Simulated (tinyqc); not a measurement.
## Electron continuity equation in a given potential, Scharfetter-Gummel discretisation: current and errors against the applied potential

Steady state in one dimension: J = q mu n E + q D dn/dx with E = -dpsi/dx and D = mu Vt, dJ/dx = q (n/tau - G), fixed densities nL and nR at the ends. The potential is given, psi = U (x/L)^2, and is not changed by the electrons.

11 equal intervals. Fluxes J_i = (q D/h)(n_(i+1) P_i - n_i Q_i), d_i = (psi_(i+1) - psi_i)/Vt: Scharfetter-Gummel P = B(d), Q = B(-d), B(d) = d/(exp(d) - 1); central P = 1 - d/2, Q = 1 + d/2; upwind P = 1 + max(-d, 0), Q = 1 + max(d, 0). Balance at each inner node: J_i - J_(i-1) = q h (n_i/tau - G). The reference is Scharfetter-Gummel on 4000 intervals or more. Errors are those of J on the first interval against the reference at its midpoint; errors under 1e-6 % are printed as 0.

Parameters, values chosen for the exercise; mobility that of a made-up semiconductor: temperature T = 300 K; electron mobility mu = 1390 cm^2/(V s); length of the region L = 2.6 um; density at x = 0 nL = 1.7e13 cm^-3; density at x = L nR = 4.6e12 cm^-3; lifetime tau = 3.2e-10 s; uniform generation rate G = 0 cm^-3 s^-1.

Constants: q = 1.602176634e-19 C, kB = 1.380649e-23 J/K, Vt = kB T/q. Results are converted to the units shown.

Result of one run:

| largest \|d\| | reference J (A/cm^2) | SG error (%) | central error (%) | upwind error (%) | most negative central n (cm^-3), 0 if none |
|---|---|---|---|---|---|
| 8.727 | -3.048 | 7.32 | 5.51 | 19.3 | -7.25e11 |

Which potential difference psi(L) - psi(0) U gave this result: 0.057, 0.43, 0.85 or 1.3 V?

U = 1.3 V.

The whole series:

| U (V) | largest \|d\| | reference J (A/cm^2) | SG error (%) | central error (%) | upwind error (%) | most negative central n (cm^-3), 0 if none |
|---|---|---|---|---|---|---|
| 0.014 | 0.09399 | -0.8408 | 0.0856 | 0.0835 | 0.530 | 0 |
| 0.057 | 0.3827 | -0.9880 | 0.319 | 0.290 | 1.94 | 0 |
| 0.14 | 0.9399 | -1.226 | 0.783 | 0.649 | 4.11 | 0 |
| 0.28 | 1.880 | -1.554 | 1.57 | 1.24 | 6.72 | 0 |
| 0.43 | 2.887 | -1.846 | 2.41 | 1.87 | 8.97 | 0 |
| 0.63 | 4.229 | -2.179 | 3.53 | 2.71 | 11.6 | 0 |
| 0.85 | 5.706 | -2.496 | 4.76 | 3.63 | 14.3 | 0 |
| 1.3 | 8.727 | -3.048 | 7.32 | 5.51 | 19.3 | -7.25e11 |

The reference current falls from -0.841 to -3.05 A/cm^2. The largest errors in size are 7.3 % (Scharfetter-Gummel), 5.5 % (central) and 19 % (upwind). With sources Scharfetter-Gummel is no longer exact, since it takes J constant over each interval, and it is not always the most accurate for J. Central differences give negative densities for U = 1.3 V; these rows have |d| above 2, which makes negative values possible though not certain.

Numbers from tinyqc (`OMP_NUM_THREADS=1 python tinyqc.py 2220057 2220058 out.jsonl`; about 0.01 s on one thread of a shared Intel Xeon 2.30GHz).
